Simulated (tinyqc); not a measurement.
# Double-gate transistor below threshold, two-dimensional Poisson equation on a small mesh: what changes with what

Half of a symmetric double-gate structure: row 0 is the mid-plane of the body, where the normal field vanishes. Mobile charge is neglected (subthreshold), the body is fully depleted, and potentials are counted from the intrinsic level; rows run upward to the gate, columns from source to drain.

Inputs (values chosen for the exercise); semiconductor permittivity made up: temperature T = 300 K; relative permittivity of the semiconductor eps_r = 8.35; relative permittivity of the insulator eox = 22; half the body thickness tb = 6 nm; insulator thickness tox = 5.9 nm; channel length L = 43 nm; acceptor density of the depleted body Na = 0 cm^-3; potential of the source Vbi = 0.5 V; gate offset Vfb = -0.04 V; gate voltage Vg = -0.1 V; drain voltage Vd = 1 V.

Constants: q = 1.602176634e-19 C, kB = 1.380649e-23 J/K, Vt = kB T/q, eps0 = 8.8541878128e-14 F/cm where lengths are in cm. Results are converted to the units shown.

Each table varies one quantity; the others keep the values above.

## Effect of the gate voltage

Mesh: rows i = 0..12 in the semiconductor (step hs = tb/12, row 12 on the interface), then 8 step(s) ho = tox/8 up to the gate row 20; columns j = 0..80 (step hy = L/80). Box integration, divided by eps0: up_i = eps hy/h of the interval above row i, dn_i = that of the interval below (0 for row 0), lat_i = (sum of eps h/2 over the intervals above and below)/hy, s_i = -q Na w_i hy/eps0 with w_i the semiconductor height of the box (hs/2 for row 0 and the interface row, hs between, 0 in the insulator). Each free node obeys (up + dn + 2 lat) psi = up psi(above) + dn psi(below) + lat [psi(left) + psi(right)] + s. Fixed values: gate row Vg - Vfb; column 0 at Vbi and the last column at Vbi + Vd in the semiconductor, each running linearly to Vg - Vfb across the insulator. The system is solved directly. On row 0 the minimum of psi and its place come from a parabola through the three lowest nodes; barrier = Vbi - minimum, swing = Vt ln 10/(d psi/dVg), DIBL = (d psi/dVd)/(d psi/dVg) there. Lambda = pi/k with k the smallest positive root of tan(k tox) tan(k tb) = eox/eps_r.

Results:

| Vg (V) | L/Lambda | barrier (V) | place y/L | swing (mV/decade) | DIBL (mV/V) |
|---|---|---|---|---|---|
| -0.2 | 2.343 | 0.5896 | 0.4365 | 64.33 | 22.83 |
| -0.12 | 2.343 | 0.5156 | 0.4310 | 64.43 | 21.96 |
| 0.04 | 2.343 | 0.3681 | 0.4161 | 64.73 | 19.77 |
| 0.12 | 2.343 | 0.2946 | 0.4055 | 64.98 | 18.36 |
| 0.2 | 2.343 | 0.2216 | 0.3912 | 65.39 | 16.62 |

Estimate the missing row, Vg = -0.04 V.

Computed row:

| Vg (V) | L/Lambda | barrier (V) | place y/L | swing (mV/decade) | DIBL (mV/V) |
|---|---|---|---|---|---|
| -0.04 | 2.343 | 0.4418 | 0.4244 | 64.55 | 20.95 |

With this row back in the table: As Vg goes from -0.2 to 0.2 V, the barrier falls from 0.590 to 0.222 V, the swing rises from 64.3 to 65.4 mV a decade and DIBL falls from 22.8 to 16.6 mV/V; the ideal swing is 59.5. The barrier top moves from y/L = 0.437 to 0.391, towards the source.

## Effect of the relative permittivity of the insulator

Same model as above.

Effect of the relative permittivity of the insulator:

| eox | L/Lambda | barrier (V) | place y/L | swing (mV/decade) | DIBL (mV/V) |
|---|---|---|---|---|---|
| 3.9 | 1.379 | 0.3344 | 0.3778 | 82.45 | 96.75 |
| 5.9 | 1.608 | 0.3957 | 0.3968 | 74.50 | 64.82 |
| 8.8 | 1.837 | 0.4398 | 0.4102 | 69.74 | 44.75 |
| 13 | 2.059 | 0.4704 | 0.4200 | 66.81 | 32.05 |
| 20 | 2.294 | 0.4933 | 0.4280 | 64.78 | 23.17 |
| 30 | 2.497 | 0.5074 | 0.4335 | 63.60 | 17.94 |

Read the table: what changes, and by how much?

As eox goes from 3.9 to 30, the barrier rises from 0.334 to 0.507 V, the swing falls from 82.5 to 63.6 mV a decade and DIBL falls from 96.7 to 17.9 mV/V; the ideal swing is 59.5. L/Lambda goes from 1.4 to 2.5.

## Effect of the acceptor density of the depleted body

Same model as above.

Effect of the acceptor density of the depleted body:

| Na (cm^-3) | L/Lambda | barrier (V) | place y/L | swing (mV/decade) | DIBL (mV/V) |
|---|---|---|---|---|---|
| 0 | 2.343 | 0.4971 | 0.4295 | 64.45 | 21.72 |
| 5e17 | 2.343 | 0.5294 | 0.4313 | 64.42 | 22.01 |
| 1e18 | 2.343 | 0.5617 | 0.4331 | 64.39 | 22.28 |
| 2e18 | 2.343 | 0.6262 | 0.4363 | 64.33 | 22.80 |
| 3e18 | 2.343 | 0.6908 | 0.4392 | 64.29 | 23.27 |
| 5e18 | 2.343 | 0.8202 | 0.4443 | 64.21 | 24.12 |

Read the table: what changes, and by how much?

As Na goes from 0 to 5e18 cm^-3, the barrier rises from 0.497 to 0.820 V, the swing stays near 64.3 mV a decade and DIBL rises from 21.7 to 24.1 mV/V; the ideal swing is 59.5. The barrier top moves from y/L = 0.429 to 0.444, towards the middle.

Computed by the program tinyqc: `OMP_NUM_THREADS=1 python tinyqc.py 2480168 2480169 out.jsonl`, one thread of a shared Intel Xeon 2.30GHz, about 0.1 s for the whole run.
